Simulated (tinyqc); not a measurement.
Changing the density rho_2: thermal boundary conductance by the acoustic and diffuse mismatch models. Computed by tinyqc, a small Python program. Command: `OMP_NUM_THREADS=1 python tinyqc.py 3022676 3022677 out.jsonl kapitza sweep`. One thread of a shared host (Intel(R) Xeon(R) Processor @ 2.30GHz), about 0.01 s of CPU time with the checks.

Each side has one longitudinal and two transverse Debye branches, omega = v q up to q_D = (6 pi^2 n)^(1/3), with n counting all atoms. Scattering at the interface is elastic. Electrons are left out of G, also for metals. Melting is ignored. G refers to the temperatures of the phonons sent towards the interface. Linear branches over all atoms overstate G at high T, most for crystals with several atoms a cell.

Inputs (values chosen for the exercise, modelled on titanium nitride (side 1) and silica (side 2)): density rho_1 = 5.47 g/cm^3; longitudinal velocity vL_1 = 10000 m/s; transverse velocity vT_1 = 6220 m/s; atom density n_1 = 107 1/nm^3; longitudinal velocity vL_2 = 5910 m/s; transverse velocity vT_2 = 3770 m/s; atom density n_2 = 68.1 1/nm^3; conductivity kappa_2 = 1.41 W/(m K); temperature T = 77 K.

Structure: film on a substrate.

Constants: hbar = 1.054571817e-34 J s; k_B = 1.380649e-23 J/K.

Method:
- omega_c = v q_D for each branch, given as hbar omega_c/k_B; impedance Z = rho v.
- No mode conversion. t(theta) = 4 Z_1 Z_2 cos(theta_1) cos(theta_2)/N^2, with N = Z_2 cos(theta_1) + Z_1 cos(theta_2) for L (the form for pressure waves) and N = Z_1 cos(theta_1) + Z_2 cos(theta_2) for both T branches (the form for shear waves polarised along the interface); sin(theta_2) = (v_2/v_1) sin(theta_1), and t = 0 beyond the critical angle arcsin(v_1/v_2); the mean over the incoming flux is alpha = 2 int t sin(theta_1) cos(theta_1) d theta_1 (64 Gauss-Legendre points).
- G = (k_B^4 T^3/(8 pi^2 hbar^3)) int W(x) x^4 e^x/(e^x - 1)^2 dx, x = hbar omega/(k_B T). Acoustic mismatch: W = sum over the three branches of alpha(1 to 2)/v_1^2, each up to the lower of its two cut-offs. Diffuse mismatch: W = S_1 S_2/(S_1 + S_2), where S_i sums 1/v^2 over the branches of side i still below their cut-off. Radiation limit: W = min(S_1, S_2). The integral is split at the four cut-offs (64 Gauss-Legendre points a piece, x at most 45).
- Boundary resistance R = 1/G and Kapitza length kappa_2/G use the diffuse value.

One run for each value; columns: (1) density rho_2 (g/cm^3); (2) G, acoustic mismatch (MW/(m^2 K)); (3) G, diffuse mismatch (MW/(m^2 K)); (4) G, radiation limit (MW/(m^2 K)):
```
(1)      (2)     (3)     (4)
0.5    57.90  174.44  240.07
0.8    83.16  174.44  240.07
1.3   115.65  174.44  240.07
2.1   151.11  174.44  240.07
3.3   181.86  174.44  240.07
5.3   203.24  174.44  240.07
8.5   206.67  174.44  240.07
14.0  189.52  174.44  240.07
22.0  160.67  174.44  240.07
```

Describe and explain the trends.

Over the rows, G, acoustic mismatch (MW/(m^2 K)) goes from 57.9 through a maximum among these rows, 207 at 8.50, to 161; G, diffuse mismatch (MW/(m^2 K)) does not change; G, radiation limit (MW/(m^2 K)) does not change. The exponent of G, diffuse mismatch stays at 0: the diffuse model does not use the densities. The longitudinal impedances match at rho_2 = 9.26 and the transverse ones at 9.02 g/cm^3; the acoustic model is largest among these rows at 8.50, while the other two do not use the densities.

Caution (all rows): kappa_2 is of room-temperature size, so the Kapitza length is only nominal at this T.

Extremes, crossings and ranges named in words are read from the listed rows.
